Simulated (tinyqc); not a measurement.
Bandgap voltage reference from two bipolar transistors: two steps of the calculation.

Two transistors of area 1 and N carry the same current I. Is(T) = Is (T/T0)^eta exp[(Vg0 q/kB)(1/T0 - 1/T)], VBE1 = Vt ln(I/Is(T)) + I rb, VBE2 = Vt ln(I/(N Is(T))) + I rb/N. The amplifier forces I R1(T) = VBE1 - VBE2 + Vos, with R(T) = R (1 + tc (T - T0)) for both resistors, and the output is Vref = VBE1 + I R2(T). Base currents and the Early effect are neglected.

Inputs (values chosen for the exercise); values of the order met in silicon bipolar transistors: reference temperature T0 = 323 K; band-gap voltage extrapolated to 0 K Vg0 = 1.195 V; temperature exponent of the saturation current eta = 3.2; saturation current of the unit transistor at T0 Is = 4.1e-18 A; area ratio of the second transistor N = 4; resistor across which the difference of VBE falls, at T0 R1 = 8.9 kohm; temperature coefficient of both resistors tc = 0 ppm/K; offset of the amplifier Vos = 0 mV; series resistance of the unit transistor rb = 0 ohm; output resistor at T0 R2 = 118.7 kohm; temperature T = 233 K.

Constants: q = 1.602176634e-19 C, kB = 1.380649e-23 J/K. Results are converted to the units shown.

Task 1. Operating point at another temperature. Vt = kB T/q; I = (Vt ln N + Vos)/(R1(T) - rb (1 - 1/N)).

Find: Vt; I; Is(T); VBE1; I R2; Vref.

Result 1.

Vt = 0.02008 V
I = 3.127 uA
Is(T) = 9.051e-26 A
VBE1 = 0.9033 V
I R2 = 0.3712 V
Vref = 1.275 V

From T0 to T, VBE1 changes by 133 mV and I R2 by -143 mV, which leaves -10.7 mV in Vref.

Task 2. Resistor for zero slope at T0, ideal case. With tc = 0, Vos = 0 and rb = 0 the current is proportional to T, dVBE/dT = (VBE - Vg0 - (eta - 1) Vt)/T, and Vref has zero slope at T0 when Vref = Vg0 + (eta - 1) Vt0. Find VBE1, its slope, that Vref, R2/R1 and the curvature d2Vref/dT2 = -(eta - 1) kB/(q T0).

Wanted: VBE1; dVBE/dT; Vref; R2/R1; curvature.

Result 2.

VBE1 = 0.77064 V
dVBE/dT = -1.5034 mV/K
Vref = 1.2562 V
R2/R1 = 12.585
curvature = -0.58694 uV/K^2

Computed by the program tinyqc: `OMP_NUM_THREADS=1 python tinyqc.py 2062169 2062170 out.jsonl`, one thread of a shared Intel Xeon 2.30GHz, about 0.02 s for the whole run.
